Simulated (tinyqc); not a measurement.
Inside a calculation. Method: tight binding, honeycomb lattice. Computed by tinyqc, a small Python program that keeps every step. Settings: t1 = 1.16, t2 = 0.39, phi = -2.98, delta = 1.3, points = 5. Command: `OMP_NUM_THREADS=1 python tinyqc.py 22636 22637 out.jsonl` (the two numbers bound the seeds that draw the settings). One thread of a shared host (Intel(R) Xeon(R) Processor @ 2.60GHz), about 0.01 s of CPU time with the checks.

## Bloch Hamiltonian at k

Parameters chosen for this model:
```
parameter      value                        unit
t1          1.160000                 eV, nearest
t2          0.390000       eV, second neighbours
phi        -2.980000  rad, phase of t2 (Haldane)
delta       1.300000          eV, +/- on A and B
```

k point k (fractions of the reciprocal vectors): [-0.3800, -0.1700]

H_AB = -t1 (1 + exp(-i k.a1) + exp(-i k.a2)); H_AA = delta - 2 t2 sum cos(k.b + phi), H_BB = -delta - 2 t2 sum cos(k.b - phi), b = a1, a2 - a1, -a2.

H(k) at k (eV), order A, B:
```
[[1.1555, -0.8732-1.8106i],
 [-0.8732+1.8106i, -1.1532]]
```

## Levels at k

Diagonalise the Hermitian matrix.

eigenvalues (eV): [-2.3169, 2.3192]

weights |c|^2 of the basis functions, order A, B:
```
[[0.2510, 0.7490],
 [0.7490, 0.2510]]
```

## Bloch Hamiltonian at K

k point K (fractions of the reciprocal vectors): [0.3333, 0.6667]

As before.

H(k) at K (eV), order A, B:
```
[[-0.1808, 0.0000],
 [0.0000, -2.1287]]
```

## Levels at K

As before.

eigenvalues (eV): [-2.1287, -0.1808]

weights |c|^2 of the basis functions, order A, B:
```
[[0.0000, 1.0000],
 [1.0000, 0.0000]]
```

## Bands along a path

The same steps at evenly spaced points between the labelled ones.

Bands along the path (eV):
```
k           band 1   band 2
G          -1.4054   6.0244
G-K 0.25   -1.7008   5.1374
G-K 0.50   -2.2231   2.9929
G-K 0.75   -2.3338   0.7941
K          -2.1287  -0.1808
K-M 0.25   -2.1955   0.0181
K-M 0.50   -2.3112   0.4143
K-M 0.75   -2.4151   0.7741
M          -2.5121   0.9725
M-K' 0.25  -2.6113   0.9702
M-K' 0.50  -2.7020   0.8050
M-K' 0.75  -2.7622   0.5847
K'         -2.7808   0.4713
```

With 1 band(s) filled, the highest filled level on these points lies at G and the lowest empty one at K: a gap of 1.2246 eV, indirect.

## Chern number of the lower band

On a 5 x 5 mesh, the phase of the product of overlaps around each plaquette (k1 then k2); the sum over 2 pi is an integer.

plaquette phases (rad):
```
[[0.0000, -0.0694, -0.0971, 0.0898, 0.0334],
 [0.0767, 0.0287, -0.3054, -0.3060, 0.0898],
 [0.1467, 0.2531, 0.0692, -0.3054, -0.0971],
 [-0.0806, 0.1730, 0.2531, 0.0287, -0.0694],
 [-0.0549, -0.0806, 0.1467, 0.0767, 0.0000]]
```

Chern number = 0.0000
